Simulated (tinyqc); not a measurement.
Linear model of a band gap against the share of exact exchange, step by step. Values are carried at full precision from step to step, so a last printed digit may differ when a step is redone from the rounded ones.

E(alpha) = E0 + S alpha. A wider gap screens less, modelled in the Penn form eps(alpha) = 1 + (e0 - 1)(EP/(EP + S alpha))^2 with a scale EP chosen for the exercise. A dielectric-dependent hybrid takes alpha = 1/eps.

Inputs chosen for the exercise (of the order of those of InP; not measured data):
- E0 = 0.67 eV (gap of the semi-local functional)
- S = 6.01 eV (slope dE/d(alpha))
- e0 = 10.56 (optical dielectric constant at alpha = 0)
- EP = 11 eV (energy scale of the screening)
- Et = 1.41 eV (target gap)
- a_start = 0.5 (starting alpha)
- fv = 0.5 (share of the opening taken by the valence edge)
- Ed = 0.28 eV (defect level above the semi-local valence top)
- cd = 0 (shift of the level per unit opening, on the scale of the mean potential)

## Fixed shares

Gap, error against the target and eps for alpha = 0, 0.25 and 1/e0; and the alpha that meets the target, (Et - E0)/S.

Results:

| alpha | E (eV) | E - Et (eV) | eps |
|---|---|---|---|
| 0.0000 | 0.670 | -0.740 | 10.560 |
| 0.2500 | 2.172 | 0.762 | 8.400 |
| 0.0947 | 1.239 | -0.171 | 9.643 |

alpha for the target = 0.1231

A quarter of exact exchange overshoots the target by 0.76 eV: the material needs 0.123, and 1/e0 = 0.095 lies closer to it than 0.25 does.

## Self-consistent share

Iterate alpha -> 1/eps(alpha) seven times from a_start. The fixed point solves alpha eps(alpha) = 1; the contraction factor there is 2 (eps - 1) S/((EP + S alpha) eps^2).

Iterates:

| step | alpha | eps | E (eV) |
|---|---|---|---|
| 0 | 0.50000 | 6.8976 | 3.6750 |
| 1 | 0.14498 | 9.2082 | 1.5413 |
| 2 | 0.10860 | 9.5191 | 1.3227 |
| 3 | 0.10505 | 9.5503 | 1.3014 |
| 4 | 0.10471 | 9.5533 | 1.2993 |
| 5 | 0.10468 | 9.5536 | 1.2991 |
| 6 | 0.10467 | 9.5537 | 1.2991 |
| 7 | 0.10467 | 9.5537 | 1.2991 |

fixed point = 0.10467
contraction factor = 0.0969

The factor is positive, so the iterates approach from one side, the error shrinking to 0.10 of itself each step; the gap is within 0.01 eV of its limit from step 3. Self-consistency moves the gap by +0.060 eV against the one-shot choice 1/e0, since a wider gap screens less.

## Band edges and a deep level

The opening c = S alpha lowers the valence top by fv c and raises the conduction edge by (1 - fv) c, both against the mean potential; the level moves by cd c. Use the fixed point. Compare with stretching the level in proportion to the gap and with pinning it to either edge.

opening c = 0.629 eV

shifts of the valence and conduction edges (eV): -0.315  0.315

level above the valence top = 0.595 eV
level below the conduction edge = 0.705 eV

level above the valence top: stretched, tied to the valence edge, tied to the conduction edge (eV): 0.543  0.280  0.909

The three recipes err by -0.05, -0.31 and +0.31 eV against alignment through the mean potential. A localised level with cd = 0 stays put while the edges move away from it.

## Checks

- Fixed point by bisection against 60 substitutions: both 0.10467.

Run: tinyqc, `OMP_NUM_THREADS=1 python tinyqc.py 1880857 1880858 out.jsonl`; Intel(R) Xeon(R) Processor @ 2.30GHz, one thread, shared host; about 0.01 s of CPU time with all checks.
